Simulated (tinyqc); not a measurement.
From results back to parameters: core-shell quantum dot (spherical envelope functions).

Problem. The lowest electron level was computed from a hidden shell thickness H.

Parabolic bands; strain and other valleys are left out. s states, u = r psi, hard wall at R + H, c = hbar^2/2m0, energies from the band edges of the core. Core: u = sin(k1 r)/k1, k1 = sqrt(m1 E/c). At R, psi and psi'/m are continuous, so u is continuous and its slope in the shell is s = u/R + (m2/m1)(u' - u/R). Shell: u(R + x) = u(R) cos(k2 x) + s sin(k2 x)/k2, k2 = sqrt(m2 (E - V)/c); for negative arguments the functions turn into sinh and cosh. A level has u(R + H) = 0.

Constants: hbar^2/2m0 = 3.80998211 eV angstrom^2.

Parameters, chosen for this exercise (near those of a ZnSe/CdS core-shell dot; the results hold for these values, not for the real material):
- R = 36 angstrom (core radius)
- Vc = -0.766 eV (conduction edge of the shell above that of the core)
- me1 = 0.155 m0 (electron, core)
- me2 = 0.211 m0 (electron, shell)

E_e = -0.4773971 eV

Find: u(R); s; H.

Solution. u(R) and s follow from E_e; u(R + H) = 0 gives tan(k2 H) = -k2 u(R)/s, with the first positive root.

u(R) = 541.596 angstrom
s = 97.3209
H = 20.0 angstrom

(tinyqc, `OMP_NUM_THREADS=1 python tinyqc.py 1281191 1281192 out.jsonl`, Intel(R) Xeon(R) Processor @ 2.30GHz, 1 thread, shared host, about 0.03 s.)
